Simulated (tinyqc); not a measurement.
Hydrogen passivation of interface dangling bonds: competing passivation and dissociation with distributed barriers: one step, computed by the program tinyqc. Command: `OMP_NUM_THREADS=1 python tinyqc.py 3000235 3000236 out.jsonl passiv walk`. One thread of a shared host (Intel(R) Xeon(R) Processor @ 2.30GHz), about 0.02 s of CPU time with the checks.

P_b + H2 gives P_bH + H at the rate k_f [H2]; P_bH gives P_b + H at the rate k_d. All defects start unpassivated. E_f and E_d are Gaussian and independent.

Task: Distributed barriers. [H2] = solubility factor x p; a = k_f0 [H2] exp(-E_f/(k_B T)), d = k_d0 exp(-E_d/(k_B T)). For one pair of barriers the active share is y = [d + a exp(-(a + d) t)]/(a + d). Temperatures in kelvin are T(C) + 273.15. Average y over both Gaussians with 40 x 40 Gauss-Hermite points. Active density N0 y; threshold shift if each active defect holds one charge, e N0 y t_ox/(3.9 eps_0).

Inputs (values chosen for the exercise, close to those used for P_b centres at the silicon-oxide interface):

| quantity | value | unit |
|---|---|---|
| defect density N0 | 8.3e+11 | 1/cm^2 |
| passivation prefactor k_f0 | 3.7e-08 | cm^3/s |
| mean passivation barrier E_f | 1.54 | eV |
| spread sigma_f | 0.057 | eV |
| dissociation prefactor k_d0 | 1.9e+12 | 1/s |
| mean dissociation barrier E_d | 2.69 | eV |
| spread sigma_d | 0.077 | eV |
| H2 in the oxide per atm, solubility factor | 6.6e+17 | 1/(cm^3 atm) |
| hydrogen pressure p | 0.03 | atm |
| anneal temperature T | 600 | C |
| anneal time t | 410 | s |
| oxide thickness | 2.2 | nm |

Constants: k_B = 8.617333262e-05 eV/K; e = 1.602176634e-19 C; eps_0 = 8.8541878128e-12 F/m.

Give: active share y; active density; threshold shift.

Result:

active share y = 0.001334

active density = 1.108e+09 1/cm^2

threshold shift = 0.1131 mV

Caution: densities below a few 1e9 per cm^2 are formal: other defects set the floor in real interfaces.
